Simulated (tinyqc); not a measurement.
Singlet against triplet in a field: parabolic quantum dot in a magnetic field (Fock-Darwin).

Two dimensions, V = m w0^2 r^2/2, one valley. hbar wc = 2 muB B/m, W = sqrt(w0^2 + wc^2/4), E(n, l, s) = (2n + |l| + 1) hbar W - l hbar wc/2 + s gs muB B, n = 0, 1, ..., l = 0, +/-1, ..., s = +/-1/2; length lam = sqrt(2c/(m hbar W)), c = hbar^2/2m0.

Two electrons, first order in the Coulomb energy: the singlet (0,0)^2 has 2W + J0 and the lowest triplet (0,0)(0,1) has 3W - wc/2 + J0/2 - Ez, with J0 = sqrt(pi/2) q/(eps lam), q = e^2/(4 pi eps0), Ez = |gs| muB B.

Exact treatment: the centre of mass separates with energy W, and the relative motion obeys [-(2c/m) Laplacian + (2c/m) r^2/(2 lam^2)^2 + q/(eps r)] psi = e_l psi for angular number l, solved in 14 Gaussians r^l exp(-a r^2), a = 1.7^i/(4 lam^2), i = -3 to 10. E(S) = W + e_0, E(T) = W + e_1 - wc/2 - Ez.

Constants: muB = 5.788381798e-05 eV/T; hbar^2/2m0 = 3.80998211 eV angstrom^2; e^2/(4 pi eps0) = 14.39964547 eV angstrom.

Values chosen for the exercise (near those of a gate-defined dot in InGaAs; not measured data): m = 0.0449 m0 (mass); gs = -3.05 (g factor); w0 = 7.7 meV (confinement energy hbar w0); eps = 13.5 (dielectric constant); Bs = (0, 0.75, 1.5, 2.4, 3.6, 5.4, 7.8) T (fields).

For each field, first order and exact.

Energies (meV):
```
B (T)      J0  W - wc/2     Ez  E(T) - E(S), first order  exact
0       9.005     7.700  0.000                     3.198   4.72
0.75    9.040     6.794  0.132                     2.141   3.67
1.5     9.143     6.005  0.265                     1.169   2.70
2.4     9.348     5.204  0.424                     0.107   1.65
3.6     9.730     4.349  0.636                    -1.151   0.41
5.4    10.455     3.419  0.953                    -2.762  -1.17
7.8    11.549     2.610  1.377                    -4.542  -2.91
```

Exactly, the triplet drops below the singlet between 3.6 and 5.4 T. First order puts the crossing between 2.4 and 3.6 T; with J0/W = 1.17 at zero field it misses the splitting there by 1.53 meV. From the first row to the last the orbital cost falls by 5.09 meV, the Coulomb gain J0/2 (half direct, half exchange) grows by 1.27 meV and the Zeeman gain by 1.38 meV. States of higher angular number, which take over at higher fields, in soft dots already within such a table, are left out.

tinyqc: `OMP_NUM_THREADS=1 python tinyqc.py 1250259 1250260 out.jsonl`; about 0.04 s, one thread, shared Intel(R) Xeon(R) Processor @ 2.30GHz.
